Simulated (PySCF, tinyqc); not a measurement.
RHF in the 3-21g basis, for H3-, spin multiplicity 1, step by step. The basis has no diffuse functions, so it cannot describe the extra electron: this is an exercise in the method, not the real anion. The lowest restricted solution is unstable here: a spin-polarised one lies 0.0003 hartree lower (PySCF). One step of it, computed by the program tinyqc.

Task: Iteration 2: DIIS coefficients. Solve [B -1; -1 0][c; lambda] = [0; -1] for the coefficients, which sum to one.

B (overlaps of the stored error matrices):
```
               1              2
1  7.3411600e-01  3.8593994e-01
2  3.8593994e-01  6.0751895e-01
```

Give: DIIS coefficients.

Result:

DIIS coefficients: 0.3889  0.6111
